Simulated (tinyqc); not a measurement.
Inside a calculation (part 1 of 2). Method: coupled-perturbed Hartree-Fock on RHF in the 6-31g basis, for H4, spin multiplicity 1. Computed by tinyqc, a small Python program that keeps every step (integrals from PySCF). Settings: charge = 0, multiplicity = 1, basis = 6-31g, method = RHF, energy threshold = 1e-10, iteration cap = 73, orthogonalisation = symmetric, start = Wolfsberg-Helmholz matrix, DIIS depth = 6. Command: `OMP_NUM_THREADS=1 python tinyqc.py 28054 28055 out.jsonl` (the two numbers bound the seeds that draw the settings). One thread of a shared host (Intel(R) Xeon(R) Processor @ 2.60GHz), about 0.1 s of CPU time with the checks. The early iterations of the SCF are left out here.

## One-electron integrals

Geometry (angstrom):
```
atom         x         y         z
H     0.000000  0.000000  0.000000
H     0.000000  0.000000  1.010000
H     0.000000  0.000000  2.687000
H     0.000000  0.000000  3.697000
```

Basis 6-31g: exponents (1/bohr^2) and contraction coefficients of normalised primitives:
```
element  l (shell)   exponent  coefficient
H            s (1)  18.731137     0.033495
H            s (1)   2.825394     0.234727
H            s (1)   0.640122     0.813757
H            s (2)   0.161278     1.000000
```

Overlap, kinetic and nuclear-attraction integrals over the contracted functions; the nuclear repulsion is the sum of Za Zb / Rab.

nuclear repulsion = 1.90044208 hartree

overlap S, lower triangle:
```
          1H 1s     1H 2s     2H 1s     2H 2s     3H 1s     3H 2s     4H 1s     4H 2s
1H 1s  1.000000
1H 2s  0.658292  1.000000
2H 1s  0.246931  0.407857  1.000000
2H 2s  0.407857  0.745459  0.658292  1.000000
3H 1s  0.000173  0.022534  0.028014  0.176184  1.000000
3H 2s  0.022534  0.125041  0.176184  0.444922  0.658292  1.000000
4H 1s  0.000000  0.001129  0.000173  0.022534  0.246931  0.407857  1.000000
4H 2s  0.001129  0.019529  0.022534  0.125041  0.407857  0.745459  0.658292  1.000000
```

kinetic energy T (hartree), lower triangle:
```
           1H 1s      1H 2s      2H 1s      2H 2s     3H 1s     3H 2s     4H 1s     4H 2s
1H 1s   1.395678
1H 2s   0.259735   0.241917
2H 1s   0.023302   0.109274   1.395678
2H 2s   0.109274   0.145022   0.259735   0.241917
3H 1s  -0.000751  -0.010972  -0.034736   0.008345  1.395678
3H 2s  -0.010972  -0.011679   0.008345   0.049522  0.259735  0.241917
4H 1s  -0.000001  -0.001418  -0.000751  -0.010972  0.023302  0.109274  1.395678
4H 2s  -0.001418  -0.007672  -0.010972  -0.011679  0.109274  0.145022  0.259735  0.241917
```

nuclear attraction V (hartree), lower triangle:
```
           1H 1s      1H 2s      2H 1s      2H 2s      3H 1s      3H 2s      4H 1s      4H 2s
1H 1s  -2.516462
1H 2s  -1.306286  -1.439218
2H 1s  -0.582695  -0.882548  -2.688875
2H 2s  -0.839517  -1.173805  -1.419773  -1.608186
3H 1s  -0.000364  -0.042956  -0.052041  -0.356063  -2.688875
3H 2s  -0.047036  -0.199365  -0.356063  -0.700965  -1.419773  -1.608186
4H 1s   0.000000  -0.002352  -0.000364  -0.047036  -0.582695  -0.839517  -2.516462
4H 2s  -0.002352  -0.030767  -0.042956  -0.199365  -0.882548  -1.173805  -1.306286  -1.439218
```

core Hamiltonian H = T + V (hartree), lower triangle:
```
           1H 1s      1H 2s      2H 1s      2H 2s      3H 1s      3H 2s      4H 1s      4H 2s
1H 1s  -1.120784
1H 2s  -1.046551  -1.197301
2H 1s  -0.559393  -0.773274  -1.293197
2H 2s  -0.730242  -1.028783  -1.160038  -1.366270
3H 1s  -0.001115  -0.053928  -0.086777  -0.347718  -1.293197
3H 2s  -0.058008  -0.211043  -0.347718  -0.651443  -1.160038  -1.366270
4H 1s  -0.000001  -0.003770  -0.001115  -0.058008  -0.559393  -0.730242  -1.120784
4H 2s  -0.003770  -0.038439  -0.053928  -0.211043  -0.773274  -1.028783  -1.046551  -1.197301
```

## Two-electron integrals

Functions are numbered as in S; the eight-fold symmetry (ij|kl) = (ji|kl) = (kl|ij) leaves the list below.

Two-electron integrals (ij|kl) in chemists' order, unique and non-zero (hartree):
```
(11|11) 1.076566   (21|11) 0.578470   (21|21) 0.329423   (22|11) 0.587396
(22|21) 0.361304   (22|22) 0.453150   (31|11) 0.199423   (31|21) 0.116350
(31|22) 0.131869   (31|31) 0.056748   (32|11) 0.235896   (32|21) 0.147011
(32|22) 0.187054   (32|31) 0.078102   (32|32) 0.125353   (33|11) 0.514935
(33|21) 0.329984   (33|22) 0.439845   (33|31) 0.199423   (33|32) 0.348684
(33|33) 1.076566   (41|11) 0.348684   (41|21) 0.199827   (41|22) 0.221376
(41|31) 0.078102   (41|32) 0.101573   (41|33) 0.235896   (41|41) 0.125353
(42|11) 0.404269   (42|21) 0.251107   (42|22) 0.321970   (42|31) 0.106009
(42|32) 0.161815   (42|33) 0.404269   (42|41) 0.161815   (42|42) 0.251820
(43|11) 0.329984   (43|21) 0.209966   (43|22) 0.279442   (43|31) 0.116350
(43|32) 0.199827   (43|33) 0.578470   (43|41) 0.147011   (43|42) 0.251107
(43|43) 0.329423   (44|11) 0.439845   (44|21) 0.279442   (44|22) 0.378088
(44|31) 0.131869   (44|32) 0.221376   (44|33) 0.587396   (44|41) 0.187054
(44|42) 0.321970   (44|43) 0.361304   (44|44) 0.453150   (51|11) 0.000068
(51|21) 0.000044   (51|22) 0.000064   (51|31) 0.000025   (51|32) 0.000050
(51|33) 0.000153   (51|41) 0.000031   (51|42) 0.000061   (51|43) 0.000087
(51|44) 0.000096   (51|51) 2.70e-08   (52|11) 0.005500   (52|21) 0.003620
(52|22) 0.005469   (52|31) 0.001780   (52|32) 0.003548   (52|33) 0.010061
(52|41) 0.002455   (52|42) 0.005168   (52|43) 0.006469   (52|44) 0.008879
(52|51) 2.20e-06   (52|52) 0.000369   (53|11) 0.008056   (53|21) 0.005300
(53|22) 0.007948   (53|31) 0.002765   (53|32) 0.005670   (53|33) 0.016857
(53|41) 0.003656   (53|42) 0.007686   (53|43) 0.010469   (53|44) 0.013180
(53|51) 3.67e-06   (53|52) 0.000473   (53|53) 0.000703   (54|11) 0.039337
(54|21) 0.025894   (54|22) 0.039243   (54|31) 0.012404   (54|32) 0.024417
(54|33) 0.068036   (54|41) 0.017428   (54|42) 0.036647   (54|43) 0.044278
(54|44) 0.063052   (54|51) 0.000015   (54|52) 0.002863   (54|53) 0.003400
(54|54) 0.023087   (55|11) 0.196940   (55|21) 0.129644   (55|22) 0.196899
(55|31) 0.060106   (55|32) 0.115794   (55|33) 0.315502   (55|41) 0.086381
(55|42) 0.180331   (55|43) 0.207505   (55|44) 0.309224   (55|51) 0.000068
(55|52) 0.016439   (55|53) 0.016857   (55|54) 0.143646   (55|55) 1.076566
(61|11) 0.016439   (61|21) 0.009753   (61|22) 0.011435   (61|31) 0.004510
(61|32) 0.006429   (61|33) 0.016225   (61|41) 0.006458   (61|42) 0.009132
(61|43) 0.009706   (61|44) 0.011456   (61|51) 2.20e-06   (61|52) 0.000162
(61|53) 0.000250   (61|54) 0.001133   (61|55) 0.005500   (61|61) 0.000369
(62|11) 0.046189   (62|21) 0.029782   (62|22) 0.041897   (62|31) 0.014599
(62|32) 0.025982   (62|33) 0.070888   (62|41) 0.020194   (62|42) 0.037169
(62|43) 0.043796   (62|44) 0.055476   (62|51) 0.000012   (62|52) 0.001284
(62|53) 0.001859   (62|54) 0.009242   (62|55) 0.046189   (62|61) 0.001284
(62|62) 0.007085   (63|11) 0.070037   (63|21) 0.045546   (63|22) 0.064449
(63|31) 0.025457   (63|32) 0.047984   (63|33) 0.143646   (63|41) 0.032005
(63|42) 0.060454   (63|43) 0.083208   (63|44) 0.093777   (63|51) 0.000025
(63|52) 0.002118   (63|53) 0.003400   (63|54) 0.014573   (63|55) 0.068036
(63|61) 0.002192   (63|62) 0.012033   (63|63) 0.023087   (64|11) 0.126042
(64|21) 0.082448   (64|22) 0.121349   (64|31) 0.040547   (64|32) 0.076559
(64|33) 0.212332   (64|41) 0.055976   (64|42) 0.111131   (64|43) 0.133794
(64|44) 0.177414   (64|51) 0.000041   (64|52) 0.005292   (64|53) 0.007129
(64|54) 0.039693   (64|55) 0.212332   (64|61) 0.003638   (64|62) 0.024029
(64|63) 0.039693   (64|64) 0.089703   (65|11) 0.129644   (65|21) 0.085343
(65|22) 0.129576   (65|31) 0.039566   (65|32) 0.076156   (65|33) 0.207505
(65|41) 0.056863   (65|42) 0.118444   (65|43) 0.136243   (65|44) 0.201535
(65|51) 0.000044   (65|52) 0.009753   (65|53) 0.010469   (65|54) 0.083208
(65|55) 0.578470   (65|61) 0.003620   (65|62) 0.029782   (65|63) 0.044278
(65|64) 0.133794   (65|65) 0.329423   (66|11) 0.196899   (66|21) 0.129576
(66|22) 0.196166   (66|31) 0.059911   (66|32) 0.114020   (66|33) 0.309224
(66|41) 0.086267   (66|42) 0.177319   (66|43) 0.201535   (66|44) 0.292866
(66|51) 0.000064   (66|52) 0.011435   (66|53) 0.013180   (66|54) 0.093777
(66|55) 0.587396   (66|61) 0.005469   (66|62) 0.041897   (66|63) 0.063052
(66|64) 0.177414   (66|65) 0.361304   (66|66) 0.453150   (71|11) 3.11e-08
(71|21) 2.05e-08   (71|22) 3.08e-08   (71|31) 1.06e-08   (71|32) 2.18e-08
(71|33) 6.47e-08   (71|41) 1.41e-08   (71|42) 2.98e-08   (71|43) 4.04e-08
(71|44) 5.11e-08   (71|54) 1.32e-08   (71|55) 6.47e-08   (71|62) 7.22e-09
(71|63) 1.32e-08   (71|64) 2.77e-08   (71|65) 4.04e-08   (71|66) 5.11e-08
(72|11) 0.000201   (72|21) 0.000132   (72|22) 0.000201   (72|31) 0.000060
(72|32) 0.000114   (72|33) 0.000305   (72|41) 0.000088   (72|42) 0.000180
(72|43) 0.000201   (72|44) 0.000301   (72|51) 6.35e-08   (72|52) 0.000014
(72|53) 0.000015   (72|54) 0.000123   (72|55) 0.000894   (72|61) 0.000005
(72|62) 0.000044   (72|63) 0.000064   (72|64) 0.000201   (72|65) 0.000524
(72|66) 0.000598   (72|72) 9.13e-07   (73|11) 0.000039   (73|21) 0.000026
(73|22) 0.000039   (73|31) 0.000012   (73|32) 0.000024   (73|33) 0.000068
(73|41) 0.000017   (73|42) 0.000036   (73|43) 0.000044   (73|44) 0.000064
(73|51) 1.52e-08   (73|52) 3.07e-06   (73|53) 3.67e-06   (73|54) 0.000025
(73|55) 0.000153   (73|61) 1.12e-06   (73|62) 0.000009   (73|63) 0.000015
(73|64) 0.000041   (73|65) 0.000087   (73|66) 0.000096   (73|72) 1.26e-07
(73|73) 2.70e-08   (74|11) 0.003751   (74|21) 0.002469   (74|22) 0.003751
(74|31) 0.001104   (74|32) 0.002065   (74|33) 0.005500   (74|41) 0.001626
(74|42) 0.003323   (74|43) 0.003620   (74|44) 0.005469   (74|51) 1.12e-06
(74|52) 0.000246   (74|53) 0.000250   (74|54) 0.002192   (74|55) 0.016225
(74|61) 0.000101   (74|62) 0.000797   (74|63) 0.001133   (74|64) 0.003638
(74|65) 0.009706   (74|66) 0.011456   (74|72) 0.000018   (74|73) 2.20e-06
(74|74) 0.000369   (75|11) 0.041006   (75|21) 0.026994   (75|22) 0.041006
(75|31) 0.012067   (75|32) 0.022570   (75|33) 0.060106   (75|41) 0.017777
(75|42) 0.036329   (75|43) 0.039566   (75|44) 0.059911   (75|51) 0.000012
(75|52) 0.002805   (75|53) 0.002765   (75|54) 0.025457   (75|55) 0.199423
(75|61) 0.001104   (75|62) 0.008771   (75|63) 0.012404   (75|64) 0.040547
(75|65) 0.116350   (75|66) 0.131869   (75|71) 1.06e-08   (75|72) 0.000218
(75|73) 0.000025   (75|74) 0.004510   (75|75) 0.056748   (76|11) 0.061511
(76|21) 0.040492   (76|22) 0.061511   (76|31) 0.017777   (76|32) 0.032780
(76|33) 0.086381   (76|41) 0.026510   (76|42) 0.053558   (76|43) 0.056863
(76|44) 0.086267   (76|51) 0.000017   (76|52) 0.003585   (76|53) 0.003656
(76|54) 0.032005   (76|55) 0.235896   (76|61) 0.001626   (76|62) 0.012399
(76|63) 0.017428   (76|64) 0.055976   (76|65) 0.147011   (76|66) 0.187054
(76|71) 1.41e-08   (76|72) 0.000295   (76|73) 0.000031   (76|74) 0.006458
(76|75) 0.078102   (76|76) 0.125353   (77|11) 0.143137   (77|21) 0.094226
(77|22) 0.143137   (77|31) 0.041006   (77|32) 0.075101   (77|33) 0.196940
(77|41) 0.061511   (77|42) 0.123583   (77|43) 0.129644   (77|44) 0.196899
(77|51) 0.000039   (77|52) 0.007839   (77|53) 0.008056   (77|54) 0.070037
(77|55) 0.514935   (77|61) 0.003751   (77|62) 0.028083   (77|63) 0.039337
(77|64) 0.126042   (77|65) 0.329984   (77|66) 0.439845   (77|71) 3.11e-08
(77|72) 0.000711   (77|73) 0.000068   (77|74) 0.016439   (77|75) 0.199423
(77|76) 0.348684   (77|77) 1.076566   (81|11) 0.000711   (81|21) 0.000434
(81|22) 0.000535   (81|31) 0.000218   (81|32) 0.000335   (81|33) 0.000894
(81|41) 0.000295   (81|42) 0.000450   (81|43) 0.000524   (81|44) 0.000598
(81|51) 1.26e-07   (81|52) 0.000009   (81|53) 0.000015   (81|54) 0.000064
(81|55) 0.000305   (81|61) 0.000018   (81|62) 0.000069   (81|63) 0.000123
(81|64) 0.000201   (81|65) 0.000201   (81|66) 0.000301   (81|72) 3.01e-07
(81|73) 6.35e-08   (81|74) 0.000005   (81|75) 0.000060   (81|76) 0.000088
(81|77) 0.000201   (81|81) 9.13e-07   (82|11) 0.005532   (82|21) 0.003619
(82|22) 0.005326   (82|31) 0.001780   (82|32) 0.003360   (82|33) 0.009320
(82|41) 0.002457   (82|42) 0.004878   (82|43) 0.005873   (82|44) 0.007787
(82|51) 1.79e-06   (82|52) 0.000232   (82|53) 0.000313   (82|54) 0.001742
(82|55) 0.009320   (82|61) 0.000160   (82|62) 0.001055   (82|63) 0.001742
(82|64) 0.003937   (82|65) 0.005873   (82|66) 0.007787   (82|72) 0.000009
(82|73) 1.79e-06   (82|74) 0.000160   (82|75) 0.001780   (82|76) 0.002457
(82|77) 0.005532   (82|81) 0.000009   (82|82) 0.000173   (83|11) 0.007839
(83|21) 0.005132   (83|22) 0.007459   (83|31) 0.002805   (83|32) 0.005489
(83|33) 0.016439   (83|41) 0.003585   (83|42) 0.007094   (83|43) 0.009753
(83|44) 0.011435   (83|51) 3.07e-06   (83|52) 0.000303   (83|53) 0.000473
(83|54) 0.002118   (83|55) 0.010061   (83|61) 0.000246   (83|62) 0.001519
(83|63) 0.002863   (83|64) 0.005292   (83|65) 0.006469   (83|66) 0.008879
(83|72) 0.000009   (83|73) 2.20e-06   (83|74) 0.000162   (83|75) 0.001780
(83|76) 0.002455   (83|77) 0.005500   (83|81) 0.000014   (83|82) 0.000232
(83|83) 0.000369   (84|11) 0.028083   (84|21) 0.018465   (84|22) 0.027791
(84|31) 0.008771   (84|32) 0.016814   (84|33) 0.046189   (84|41) 0.012399
(84|42) 0.025423   (84|43) 0.029782   (84|44) 0.041897   (84|51) 0.000009
(84|52) 0.001519   (84|53) 0.001859   (84|54) 0.012033   (84|55) 0.070888
(84|61) 0.000797   (84|62) 0.005912   (84|63) 0.009242   (84|64) 0.024029
(84|65) 0.043796   (84|66) 0.055476   (84|71) 7.22e-09   (84|72) 0.000069
(84|73) 0.000012   (84|74) 0.001284   (84|75) 0.014599   (84|76) 0.020194
(84|77) 0.046189   (84|81) 0.000044   (84|82) 0.001055   (84|83) 0.001284
(84|84) 0.007085   (85|11) 0.075101   (85|21) 0.049438   (85|22) 0.075086
(85|31) 0.022570   (85|32) 0.042924   (85|33) 0.115794   (85|41) 0.032780
(85|42) 0.067780   (85|43) 0.076156   (85|44) 0.114020   (85|51) 0.000024
(85|52) 0.005489   (85|53) 0.005670   (85|54) 0.047984   (85|55) 0.348684
(85|61) 0.002065   (85|62) 0.016814   (85|63) 0.024417   (85|64) 0.076559
(85|65) 0.199827   (85|66) 0.221376   (85|71) 2.18e-08   (85|72) 0.000335
(85|73) 0.000050   (85|74) 0.006429   (85|75) 0.078102   (85|76) 0.101573
(85|77) 0.235896   (85|81) 0.000114   (85|82) 0.003360   (85|83) 0.003548
(85|84) 0.025982   (85|85) 0.125353   (86|11) 0.123583   (86|21) 0.081351
(86|22) 0.123508   (86|31) 0.036329   (86|32) 0.067780   (86|33) 0.180331
(86|41) 0.053558   (86|42) 0.109011   (86|43) 0.118444   (86|44) 0.177319
(86|51) 0.000036   (86|52) 0.007094   (86|53) 0.007686   (86|54) 0.060454
(86|55) 0.404269   (86|61) 0.003323   (86|62) 0.025423   (86|63) 0.036647
(86|64) 0.111131   (86|65) 0.251107   (86|66) 0.321970   (86|71) 2.98e-08
(86|72) 0.000450   (86|73) 0.000061   (86|74) 0.009132   (86|75) 0.106009
(86|76) 0.161815   (86|77) 0.404269   (86|81) 0.000180   (86|82) 0.004878
(86|83) 0.005168   (86|84) 0.037169   (86|85) 0.161815   (86|86) 0.251820
(87|11) 0.094226   (87|21) 0.062028   (87|22) 0.094226   (87|31) 0.026994
(87|32) 0.049438   (87|33) 0.129644   (87|41) 0.040492   (87|42) 0.081351
(87|43) 0.085343   (87|44) 0.129576   (87|51) 0.000026   (87|52) 0.005132
(87|53) 0.005300   (87|54) 0.045546   (87|55) 0.329984   (87|61) 0.002469
(87|62) 0.018465   (87|63) 0.025894   (87|64) 0.082448   (87|65) 0.209966
(87|66) 0.279442   (87|71) 2.05e-08   (87|72) 0.000434   (87|73) 0.000044
(87|74) 0.009753   (87|75) 0.116350   (87|76) 0.199827   (87|77) 0.578470
(87|81) 0.000132   (87|82) 0.003619   (87|83) 0.003620   (87|84) 0.029782
(87|85) 0.147011   (87|86) 0.251107   (87|87) 0.329423   (88|11) 0.143137
(88|21) 0.094226   (88|22) 0.143127   (88|31) 0.041006   (88|32) 0.075086
(88|33) 0.196899   (88|41) 0.061511   (88|42) 0.123508   (88|43) 0.129576
(88|44) 0.196166   (88|51) 0.000039   (88|52) 0.007459   (88|53) 0.007948
(88|54) 0.064449   (88|55) 0.439845   (88|61) 0.003751   (88|62) 0.027791
(88|63) 0.039243   (88|64) 0.121349   (88|65) 0.279442   (88|66) 0.378088
(88|71) 3.08e-08   (88|72) 0.000535   (88|73) 0.000064   (88|74) 0.011435
(88|75) 0.131869   (88|76) 0.221376   (88|77) 0.587396   (88|81) 0.000201
(88|82) 0.005326   (88|83) 0.005469   (88|84) 0.041897   (88|85) 0.187054
(88|86) 0.321970   (88|87) 0.361304   (88|88) 0.453150
```

## Orthogonalisation

S = U s U^T; symmetric (Loewdin) form X = U s^(-1/2) U^T, so that X^T S X = 1.

eigenvalues of S: 0.063925  0.176361  0.356389  0.427744  0.791375  0.931436  2.295848  2.956922

X, lower triangle:
```
           1H 1s      1H 2s      2H 1s      2H 2s      3H 1s      3H 2s      4H 1s     4H 2s
1H 1s   1.256414
1H 2s  -0.495627   1.773719
2H 1s  -0.045651   0.079056   1.278183
2H 2s   0.020333  -0.897805  -0.594632   2.162803
3H 1s  -0.011894  -0.036701   0.006728   0.112799   1.278183
3H 2s   0.038765   0.314525   0.112799  -0.820781  -0.594632   2.162803
4H 1s  -0.001001  -0.015216  -0.011894   0.038765  -0.045651   0.020333   1.256414
4H 2s  -0.015216  -0.128154  -0.036701   0.314525   0.079056  -0.897805  -0.495627  1.773719
```

## Starting guess

The start is the generalised Wolfsberg-Helmholz matrix (K = 1.75) built on H; D = 2 C_occ C_occ^T.

D at the start, lower triangle:
```
           1H 1s      1H 2s      2H 1s      2H 2s     3H 1s     3H 2s     4H 1s     4H 2s
1H 1s   0.064959
1H 2s   0.106939   0.181467
2H 1s   0.113823   0.197214   0.217290
2H 2s   0.129592   0.235211   0.266765   0.346803
3H 1s  -0.058954  -0.067264  -0.049235   0.002626  0.217290
3H 2s  -0.041638  -0.026900   0.002626   0.085029  0.266765  0.346803
4H 1s  -0.047045  -0.064511  -0.058954  -0.041638  0.113823  0.129592  0.064959
4H 2s  -0.064511  -0.080980  -0.067264  -0.026900  0.197214  0.235211  0.106939  0.181467
```

## Iteration 7 (converged): orbitals

converged F (hartree), lower triangle:
```
           1H 1s      1H 2s      2H 1s      2H 2s      3H 1s      3H 2s      4H 1s      4H 2s
1H 1s   0.088263
1H 2s  -0.428194  -0.313266
2H 1s  -0.412400  -0.420395   0.077392
2H 2s  -0.414578  -0.365551  -0.440345  -0.347372
3H 1s  -0.004037  -0.037295  -0.073429  -0.160835   0.077392
3H 2s  -0.068177  -0.107432  -0.160835  -0.183652  -0.440345  -0.347372
4H 1s   0.009697   0.001329  -0.004037  -0.068177  -0.412400  -0.414578   0.088263
4H 2s   0.001329  -0.019073  -0.037295  -0.107432  -0.420395  -0.365551  -0.428194  -0.313266
```

Diagonalise F' = X^T F X, C = X C', fill 2 alpha and 2 beta electrons from the bottom; D = 2 C_occ C_occ^T. Each column has its largest component positive (the first on a tie).

F' = X^T F X (hartree), lower triangle:
```
           1          2          3          4          5          6          7         8
1   0.608179
2  -0.568300   0.254554
3  -0.270219  -0.102374   0.622994
4  -0.148679  -0.231941  -0.633245   0.376561
5  -0.007942   0.003027   0.010772  -0.009177   0.622994
6   0.054759   0.004546  -0.009177  -0.207483  -0.633245   0.376561
7  -0.000569  -0.011775  -0.007942   0.054759  -0.270219  -0.148679   0.608179
8  -0.011775   0.012284   0.003027   0.004546  -0.102374  -0.231941  -0.568300  0.254554
```

orbital energies (hartree): MO1 -0.567826, MO2 -0.493266, MO3 0.113860, MO4 0.287741, MO5 0.895265, MO6 0.995460, MO7 1.235994, MO8 1.257350

coefficients C:
```
            MO1        MO2        MO3        MO4        MO5        MO6        MO7        MO8
1H 1s  0.185291   0.218391   0.154971  -0.055671   0.650893   0.865169  -0.663253   0.327677
1H 2s  0.201095   0.249541   0.785532  -1.105430  -0.588409  -0.623219   0.807282  -0.996434
2H 1s  0.209913   0.193948  -0.112008   0.204673   0.575868   0.253911   0.745586  -0.960115
2H 2s  0.230144   0.275020  -0.652482   1.306369  -0.331341  -0.388973  -0.774571   1.871529
3H 1s  0.209913  -0.193948  -0.112008  -0.204673   0.575868  -0.253911   0.745586   0.960115
3H 2s  0.230144  -0.275020  -0.652482  -1.306369  -0.331341   0.388973  -0.774571  -1.871529
4H 1s  0.185291  -0.218391   0.154971   0.055671   0.650893  -0.865169  -0.663253  -0.327677
4H 2s  0.201095  -0.249541   0.785532   1.105430  -0.588409   0.623219   0.807282   0.996434
```

D after iteration 7, lower triangle:
```
           1H 1s      1H 2s      2H 1s      2H 2s     3H 1s     3H 2s     4H 1s     4H 2s
1H 1s   0.164055
1H 2s   0.183518   0.205420
2H 1s   0.162503   0.181221   0.163359
2H 2s   0.205411   0.229820   0.203300   0.257205
3H 1s  -0.006924  -0.012371   0.012895  -0.010059  0.163359
3H 2s  -0.034837  -0.044696  -0.010059  -0.045340  0.203300  0.257205
4H 1s  -0.026724  -0.034473  -0.006924  -0.034837  0.162503  0.205411  0.164055
4H 2s  -0.034473  -0.043663  -0.012371  -0.044696  0.181221  0.229820  0.183518  0.205420
```
